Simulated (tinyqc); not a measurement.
Inside a calculation. Method: Pariser-Parr-Pople SCF with singles CI, for the molecule C=CC(=N)C(=C)C=O (SMILES; centres numbered as the heavy atoms are written). One step of it, computed by the program tinyqc.

Problem. Iteration 2: Fock matrix. F_rr = H_rr + P_rr gamma_rr / 2 + sum_(s != r) P_ss gamma_rs; F_rs = H_rs - P_rs gamma_rs / 2; E = tr P (H + F) / 2 + core repulsion sum_(r<s) z_r z_s gamma_rs.

P after iteration 1, lower triangle:
```
           1C         2C         3C         4N         5C         6C        7C        8O
1C   0.953617
2C   0.924851   1.003748
3C   0.077817   0.372889   0.862409
4N  -0.360308  -0.021058   0.843400   1.215303
5C  -0.065284   0.002246   0.340900  -0.021264   1.009902
6C  -0.035712  -0.065413   0.058632  -0.326891   0.857218   0.880048
7C  -0.018593  -0.029155   0.034833  -0.067344   0.377846   0.139169  0.721444
8O   0.027172   0.003493  -0.061473   0.014490  -0.037149  -0.339957  0.867944  1.353529
```

core matrix H (eV), lower triangle:
```
            1C          2C          3C          4N          5C          6C          7C          8O
1C  -41.001538
2C   -2.390000  -48.461210
3C    0.000000   -2.390000  -53.442975
4N    0.000000    0.000000   -2.510000  -48.429978
5C    0.000000    0.000000   -2.390000    0.000000  -53.440810
6C    0.000000    0.000000    0.000000    0.000000   -2.390000  -45.228068
7C    0.000000    0.000000    0.000000    0.000000   -2.390000    0.000000  -48.933317
8O    0.000000    0.000000    0.000000    0.000000    0.000000    0.000000   -2.510000  -48.480906
```

repulsion gamma_rs (eV), lower triangle:
```
           1C         2C         3C         4N         5C         6C         7C         8O
1C  11.130000
2C   7.553862  11.130000
3C   5.239602   7.554960  11.130000
4N   4.708818   5.296469   7.727673  12.300000
5C   3.670230   5.239602   7.553862   5.296203  11.130000
6C   2.868793   3.670029   5.238761   4.708976   7.552439  11.130000
7C   3.276555   4.668463   5.239602   3.689614   7.554960   5.239019  11.130000
8O   2.523678   3.317824   3.728514   2.902225   5.413514   4.790050   8.105103  15.200000
```

Centres (angstrom, eV; a flat drawing with bonds scaled to 1.40 angstrom):
```
centre          x          y  core charge z          W   gamma_rr
1C      -2.800000   0.909000              1  11.160000  11.130000
2C      -1.400000   0.909000              1  11.160000  11.130000
3C      -0.700000  -0.303000              1  11.160000  11.130000
4N      -1.400000  -1.516000              1  14.100000  12.300000
5C       0.700000  -0.303000              1  11.160000  11.130000
6C       1.400000  -1.516000              1  11.160000  11.130000
7C       1.400000   0.909000              1  11.160000  11.130000
8O       2.800000   0.909000              1  17.700000  15.200000
```

Give: F; pi energy.

Solution.

F (eV), lower triangle:
```
         1C       2C       3C       4N       5C       6C       7C        8O
1C  -5.8602
2C  -5.8831  -6.3395
3C  -0.2039  -3.7986  -5.6066
4N   0.8483   0.0558  -5.7688  -8.4019
5C   0.1198  -0.0059  -3.6776   0.0563  -6.6861
6C   0.0512   0.1200  -0.1536   0.7697  -5.6270  -5.7799
7C   0.0305   0.0681  -0.0913   0.1242  -3.8173  -0.3646  -4.8944
8O  -0.0343  -0.0058   0.1146  -0.0210   0.1006   0.8142  -6.0274  -10.1846
```

pi energy = -114.0328 eV
